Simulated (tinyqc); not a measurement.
Gap against thickness: thin (001) film in sp3s* tight binding with raised dangling bonds.

Planes alternate anion (a), cation (c) along [001], a/4 apart, starting with an anion; zero in-plane momentum; levels counted from the bulk Ev, the lower root of [[Epa, Vxx], [Vxx, Epc]]; no spin-orbit coupling. Block of s, pz, s*: from an anion to the cation above, Vss/2 (s,s), Vsapc/2 (s,z), -Vscpa/2 (z,s), Vxx/2 (z,z), Vxapc/2 (s*,z), -Vpaxc/2 (z,s*); to the cation below the same with the s-z and s*-z signs reversed. Block of u = (px + py)/sqrt2 and v = (px - py)/sqrt2: to the cation above (Vxx + Vxy)/2 for u and (Vxx - Vxy)/2 for v, to the cation below the reverse. Each surface atom has two dangling sp3 hybrids; raising both by dl adds (dl/2) [[1, t], [t, 1]] to its s, pz levels (t = -1 at the bottom face, +1 at the top) and dl to the one of u, v in whose plane the missing bonds lie (v for a bottom anion or a top cation, u for a top anion).

Values chosen for the exercise (near a published set for Ge, fitted to gaps, whose masses and valley positions are rough; the L valleys, lowest in Ge, lie off zero in-plane momentum and are not seen; not measured data): p = (-5.895, 1.606, -5.895, 1.606, 6.356, 6.356, -6.812, 1.592, 4.93, 5.403, 5.403, 5.269, 5.269) eV (order Esa, Epa, Esc, Epc, Exa, Exc, Vss, Vxx, Vxy, Vsapc, Vscpa, Vxapc, Vpaxc); a = 5.656 angstrom (lattice constant); dp = 30 eV (value of dl for the passivated films); Ns = (10, 11, 16, 21, 24, 33, 42, 66) (numbers of planes).

edges (eV): Gamma 0.90300, Delta 0.68215

Passivated films (finite dp, so levels can still be some meV from their limit), thickness N a/4. Highest level below mid-gap (either block) and the two lowest above it. The exponents are -d ln(shift)/d ln N between the sixth and the last film, for the valence level and for the mean of the two conduction levels.

Levels (eV):
```
N   thickness (angstrom)      Ev1     Ec1     Ec2     gap
10                 14.14  -0.3196  0.8415  0.8610  1.1611
11                 15.55  -0.3270  0.8246  0.8283  1.1516
16                 22.62  -0.1608  0.7546  0.7553  0.9155
21                 29.69  -0.1147  0.7257  0.7258  0.8403
24                 33.94  -0.0836  0.7151  0.7167  0.7987
33                 46.66  -0.0516  0.7003  0.7006  0.7519
42                 59.39  -0.0315  0.6933  0.6938  0.7248
66                 93.32  -0.0137  0.6868  0.6869  0.7005
```

exponents: valence 1.92, conduction 1.96

The gap is 1.161 eV at 14.1 angstrom and 0.700 eV at 93.3, against 0.682 eV in the bulk along this line. At 21 planes the conduction side gives 44 meV of the widening and the valence side 115 meV. A hard-walled parabolic band has exponent 2; departures come from the offset between N a/4 and the effective width, from non-parabolicity and from the termination (odd and even N end differently: in the direction of the bond rows at the two faces and, in a compound, in the kind of atom), which also makes single steps in N uneven. Ec1 and Ec2 are the doublet of the two Delta valleys along the normal.

(tinyqc, `OMP_NUM_THREADS=1 python tinyqc.py 1481829 1481830 out.jsonl`, Intel(R) Xeon(R) Processor @ 2.30GHz, 1 thread, shared host, about 0.4 s.)
